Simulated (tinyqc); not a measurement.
Worked calculation: Hueckel theory of the pi electrons, for the molecule C=Cc1ccccc1 (SMILES; centres numbered as the heavy atoms are written). One step of it, computed by the program tinyqc.

Task: Energy, charges, bond orders. E = sum n x; q_r = z_r - P_rr; bond order p = P_rs; free valence = sqrt(3) - sum of p over the bonds of the atom.

x values: 2.135779  1.414214  1.000000  0.662153  -0.662153  -1.000000  -1.414214  -2.135779

occupations: 2.000000  2.000000  2.000000  2.000000  0.000000  0.000000  0.000000  0.000000

charge and bond-order matrix P:
```
           1C         2C         3C         4C         5C         6C         7C         8C
1C   1.000000   0.911344   0.000000  -0.252725   0.000000   0.204237   0.000000  -0.252725
2C   0.911344   1.000000   0.405894   0.000000  -0.048488   0.000000  -0.048488   0.000000
3C   0.000000   0.405894   1.000000   0.610131   0.000000  -0.301212   0.000000   0.610131
4C  -0.252725   0.000000   0.610131   1.000000   0.678703   0.000000  -0.321297   0.000000
5C   0.000000  -0.048488   0.000000   0.678703   1.000000   0.658619   0.000000  -0.321297
6C   0.204237   0.000000  -0.301212   0.000000   0.658619   1.000000   0.658619   0.000000
7C   0.000000  -0.048488   0.000000  -0.321297   0.000000   0.658619   1.000000   0.678703
8C  -0.252725   0.000000   0.610131   0.000000  -0.321297   0.000000   0.678703   1.000000
```

Centres:
```
centre  z_r, pi electrons of the neutral centre         h
1C                                            1  0.000000
2C                                            1  0.000000
3C                                            1  0.000000
4C                                            1  0.000000
5C                                            1  0.000000
6C                                            1  0.000000
7C                                            1  0.000000
8C                                            1  0.000000
```

Bonds:
```
i  j  k
1  2  1
2  3  1
3  4  1
4  5  1
5  6  1
6  7  1
7  8  1
8  3  1
```

Give: pi energy = 8 alpha + this times beta; pi charges; Bond orders and lengths from R = 1.517 - 0.180 p; free valence of the carbons; gap between the highest filled and the next level.

Result:

pi energy = 8 alpha + this times beta = 10.4243

pi charges: 1C 0.0000, 2C 0.0000, 3C 0.0000, 4C 0.0000, 5C 0.0000, 6C 0.0000, 7C 0.0000, 8C 0.0000

Bond orders and lengths from R = 1.517 - 0.180 p (angstrom, C-C alone):
```
bond       p       R
1-2   0.9113  1.3530
2-3   0.4059  1.4439
3-4   0.6101  1.4072
4-5   0.6787  1.3948
5-6   0.6586  1.3984
6-7   0.6586  1.3984
7-8   0.6787  1.3948
8-3   0.6101  1.4072
```

free valence of the carbons: 1C 0.8207, 2C 0.4148, 3C 0.1059, 4C 0.4432, 5C 0.3947, 6C 0.4148, 7C 0.3947, 8C 0.4432

gap between the highest filled and the next level = 1.3243 |beta|
